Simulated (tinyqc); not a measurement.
n-type polysilicon, carrier trapping at grain boundaries: two steps of the calculation.

One-dimensional grains of size Lg, uniform ionised doping N, monovalent traps Qt at each boundary at a depth Et below (for electrons) or above (for holes) the band edge there, abrupt depletion of width W on each side of a boundary, Boltzmann statistics. xi is the distance from the band edge at the grain centre to the Fermi level. Trapped charge Qt/(1 + exp((xi + VB - Et)/Vt)) = 2 N W, barrier VB = q N W^2/(2 eps0 eps_r).

Inputs (values chosen for the exercise); values of the order met in polycrystalline silicon: temperature T = 300 K; relative permittivity eps_r = 11.7; conduction-band density of states at T NB = 2.8e19 cm^-3; grain size Lg = 22 nm; trap density of a grain boundary Qt = 4.9e12 cm^-2; depth of the trap level from the majority band edge at the boundary Et = 0.31 eV; mass for thermionic emission ms = 0.34 m0; correction factor of the emission rate fe = 0.12; mobility inside the grains mug = 200 cm^2/(V s); doping N = 1.3e18 cm^-3.

Constants: q = 1.602176634e-19 C, kB = 1.380649e-23 J/K, m0 = 9.1093837015e-31 kg, Vt = kB T/q, eps0 = 8.8541878128e-14 F/cm where lengths are in cm. Results are converted to the units shown.

Question 1. Depletion width, Fermi level and barrier. If the trap equation with xi = Vt ln(NB/N) has a root W < Lg/2, the grain is partly depleted; otherwise W = Lg/2 and the trap equation gives xi = Et - VB + Vt ln(Qt/(N Lg) - 1). N* = Qt/Lg.

Wanted: N*; W; xi; VB; share of traps filled.

Answer 1.

N* = 2.227e18 cm^-3
W = 11.00 nm
xi = 0.1796 V
VB = 0.1216 V
share of traps filled = 0.5837

N is 0.584 N*, and the grain is fully depleted; VB = 4.71 Vt.

Question 2. Resistivity and effective mobility. n0 = NB exp(-xi/Vt); mean density n0 (1 - 2 W/Lg) by charge balance in a partly depleted grain, and n0 (sqrt(pi)/2) erf(u)/u with u = sqrt(VB/Vt) in a fully depleted one; v = sqrt(kB T/(2 pi ms m0)); barrier resistivity Vt exp(VB/Vt)/(q fe n0 v Lg); grain resistivity (1 - 2 W/Lg)/(q n0 mug); effective mobility 1/(q mean density total resistivity).

W = 11 nm
xi = 0.17962587 V
VB = 0.12163947 V

Wanted: n0; mean density; v; barrier resistivity; grain resistivity; resistivity; effective mobility.

Answer 2.

n0 = 2.689e16 cm^-3
mean density = 1.096e16 cm^-3
v = 4.613e6 cm/s
barrier resistivity = 544.5 ohm cm
grain resistivity = 0.000 ohm cm
resistivity = 544.5 ohm cm
effective mobility = 1.046 cm^2/(V s)

The resistivity is 22700 times that of a single crystal with the same N and mobility mug, and the mean density is 0.843 % of N.

Numbers from tinyqc (`OMP_NUM_THREADS=1 python tinyqc.py 2830127 2830128 out.jsonl`; about 0.01 s on one thread of a shared Intel Xeon 2.30GHz).
